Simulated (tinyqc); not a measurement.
The solidus: solid solubility of a dopant against its melt (retrograde solidus), clustering and the electrically active fraction. Computed by tinyqc, a small Python program. Command: `OMP_NUM_THREADS=1 python tinyqc.py 3016249 3016250 out.jsonl retro walk`. One thread of a shared host (Intel(R) Xeon(R) Processor @ 2.30GHz), about 0.01 s of CPU time with the checks.

Inputs (values chosen for the exercise, for a model dopant): melting point of the host T_m = 1687 K; heat of melting of the host H_f = 50.2 kJ/mol; interaction L of the melt = -17 kJ/mol; enthalpy of transfer from melt to solid H = 1.72 eV; entropy of transfer S = 0.85 k_B; site density N0 = 5e+22 1/cm^3.

Constants: R = 8.314462618 J/(mol K); k_B = 8.617333262e-05 eV/K; e = 1.602176634e-19 C; N_A = 6.02214076e+23 1/mol.

Method. x_l and x_s are atom fractions of the dopant in melt and solid; the solid is dilute. Liquidus of the host: R T ln(1 - x_l) + L x_l^2 = -H_f (1 - T/T_m). Distribution: k = x_s/x_l = exp[L (1 - x_l)^2/(R T)] exp(S/k_B - H/(k_B T)), the first factor being the activity coefficient in the melt. Solubility = x_s N0; at T_m x_l = 0. The largest x_s N0 between 900 K and T_m. For an ideal melt with constant heats the maximum has x_l = H_f/(H + H_f), H in the same units.

largest solubility = 2.99038e+16 1/cm^3

temperature of the maximum = 1552.54 K

Against temperature:
```
T (K)      x_l           k  solubility (1/cm^3)  over the maximum
1000   0.73884  4.3668e-09           1.6132e+14           0.00539
1100   0.66394  2.4981e-08           8.2929e+14           0.02773
1200   0.58269  1.0390e-07           3.0270e+15           0.10123
1300   0.49411  3.3599e-07           8.3008e+15           0.27758
1400   0.39617  8.8341e-07           1.7499e+16           0.58518
1500   0.28499  1.9389e-06           2.7629e+16           0.92394
1580   0.18118  3.2063e-06           2.9046e+16           0.97131
1640   0.08861  4.3031e-06           1.9064e+16           0.63751
1675   0.02459  4.8933e-06           6.0173e+15           0.20122
```

What does the comparison show, and why?

Between the first rows the Arrhenius energy of the solubility is 1.55 eV, against H = 1.72 eV; it shrinks to zero at 1553 K and turns negative beyond. A crystal saturated at the maximum precipitates dopant-rich liquid on cooling and on heating alike. Below a eutectic or compound temperature another phase would set the limit.

Extremes, crossings and ranges named in words are read from the listed rows.
